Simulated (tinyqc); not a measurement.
Special k points of the bcc lattice: sweeps and comparisons. A value that a table varies takes the place of the one given here.

Lattice vectors in units of a: a1 = (-1/2, 1/2, 1/2), a2 = (1/2, -1/2, 1/2), a3 = (1/2, 1/2, -1/2); reciprocal vectors b_i with a_i . b_j = 2 pi delta_ij. Mesh: k = sum_i f_i b_i with f_i = (2 j_i + shift)/(2 N), j_i = 0 .. N-1. The point group of the lattice has 48 operations; only those that map the mesh onto itself are used.

A_m(k) = sum over the m-th star of lattice vectors R of cos(k . R), stars in order of length: m = 1: |R|^2 = 0.75, 8 vectors, such as (1, 1, 1) in the basis a_i; m = 2: |R|^2 = 1, 6 vectors, such as (1, 1, 0) in the basis a_i; m = 3: |R|^2 = 2, 12 vectors, such as (2, 1, 1) in the basis a_i; m = 4: |R|^2 = 2.75, 24 vectors, such as (2, 2, 1) in the basis a_i; m = 5: |R|^2 = 3, 8 vectors, such as (2, 2, 2) in the basis a_i; m = 6: |R|^2 = 4, 6 vectors, such as (2, 2, 0) in the basis a_i. The zone mean of every A_m is zero.

Test function, the lower band of a two-band insulator: E(k) = -sqrt(D^2 + (e0 - t A_1(k))^2).

Inputs chosen for the exercise (the lattice of W; shifted at random, so the results belong to these values and not to a real crystal): D = 2.61 eV (half gap term); t = 0.29 eV (coupling); e0 = 1.32 eV (offset); N = 4 (points along each reciprocal vector); shift = 1 (half steps).

## Mesh size and shift

Errors of the mean of E against the unshifted mesh with N = 24. The fifth column is |R|^2 of the shortest star with a non-zero mean.

Meshes:

| mesh | points | irreducible | operations | \|R\|^2 missed | error (meV) |
|---|---|---|---|---|---|
| 1 Gamma | 1 | 1 | 48 | 0.75 | 220.693 |
| 1 shifted | 1 | 1 | 48 | 0.75 | -1463.323 |
| 2 Gamma | 8 | 3 | 48 | 3.00 | -87.155 |
| 2 shifted | 8 | 2 | 48 | 3.00 | 90.898 |
| 3 Gamma | 27 | 4 | 48 | 6.75 | -2.243 |
| 3 shifted | 27 | 4 | 48 | 6.75 | 2.541 |
| 4 Gamma | 64 | 8 | 48 | 12.00 | 0.086 |
| 4 shifted | 64 | 6 | 48 | 12.00 | -0.119 |
| 5 Gamma | 125 | 10 | 48 | 18.75 | 0.004 |
| 5 shifted | 125 | 10 | 48 | 18.75 | -0.002 |
| 6 Gamma | 216 | 16 | 48 | >24 | -0.001 |
| 6 shifted | 216 | 14 | 48 | >24 | 0.001 |

reference mean = -3.01571 eV

What can be read from the table?

The shifted mesh has the smaller error for 1 of 6 values of N and the larger for 4; the rest agree at the printed digits. The cheapest mesh within 1 meV is 4 shifted, with 6 irreducible points. A mesh misses the lattice vectors N (n1 a1 + n2 a2 + ...); the half shift gives each the sign (-1)^(n1 + n2 + ...), so the 8 shortest ones add up to -8 in place of 8: their term only changes sign. The shift keeps the full symmetry; it leaves fewer irreducible points for N = 2, 4 and 6.

## Gap and mesh density

D takes the values listed; errors against the unshifted mesh with N = 30, for unshifted meshes.

Errors (meV):

| D (eV) | reference (eV) | N = 2 | N = 4 | N = 6 | N = 8 |
|---|---|---|---|---|---|
| 0.2 | -1.3947 | -189.798 | 14.540 | -2.382 | 0.331 |
| 0.4 | -1.4525 | -174.283 | 7.764 | -0.736 | 0.036 |
| 0.8 | -1.6382 | -145.346 | 1.957 | -0.057 | 0.000 |
| 1.5 | -2.1026 | -113.412 | 0.289 | -0.006 | 0.000 |
| 2.5 | -2.9197 | -89.147 | 0.092 | -0.001 | 0.000 |
| 4.0 | -4.2830 | -67.552 | 0.043 | 0.000 | 0.000 |

What can be read from the table?

The first listed N from which the error stays below 0.5 meV is 8 for D = 0.2, 8 for D = 0.4, 6 for D = 0.8, 4 for D = 1.5, 4 for D = 2.5, 4 for D = 4 eV. A larger D makes the function smoother, so its Fourier coefficients fall faster with |R|.

## One point for the whole zone

The mean-value (Baldereschi) point is taken at k = (2 pi/a) (0.1667, 0.1667, 0.5), that is f = (0.25, 0.25, -0.0833); the reference is the mesh with N = 24.

Single points:

| point | A_1 | A_2 | A_3 | A_4 | E (eV) |
|---|---|---|---|---|---|
| Gamma | 8.000 | 6.000 | 12.000 | 24.000 | -2.7950 |
| mean-value point | 0.000 | 0.000 | -3.000 | 0.000 | -2.9248 |
| zone-face centre b1/2 | 0.000 | -2.000 | -4.000 | 0.000 | -2.9248 |

reference mean = -3.0157 eV

What does this show, and why?

The mean-value point makes A_1, A_2 and A_4 vanish. Its error is +91 meV, against +221 meV at Gamma and +91 meV at b1/2. E is not linear in A_1; its powers hold sums of nearest vectors and a non-zero mean, so this point is not exact. A_1 has the same value at b1/2, and E depends on A_1 alone, so this test cannot tell the two points apart.

## What moves the zone average

Mean of E over the mesh, and its error against the unshifted mesh with N = 24. Each row changes one parameter from the base and keeps the others.

Results:

| case | mean (eV) | error (meV) | irreducible points |
|---|---|---|---|
| base | -3.0158 | -0.12 | 6 |
| N = 5 | -3.0157 | 0.00 | 10 |
| shift = 0 | -3.0156 | 0.09 | 8 |
| D = 1.827 eV | -2.3564 | -0.33 | 6 |
| t = 0.377 eV | -3.0771 | -0.37 | 6 |

How do the results move?

The largest shifts from the base row, up to three for each result and ties (the steps differ in size, so this ranks the rows, not the parameters). mean (eV): D +0.6594, t -0.0613, shift +0.0002. error (meV): t -0.25, D -0.21, shift +0.21. irreducible points: N +4, shift +2; unchanged at the printed digits by D and t.

(tinyqc, `OMP_NUM_THREADS=1 python tinyqc.py 1680942 1680943 out.jsonl`, Intel(R) Xeon(R) Processor @ 2.30GHz, 1 thread, shared host, about 0.1 s.)
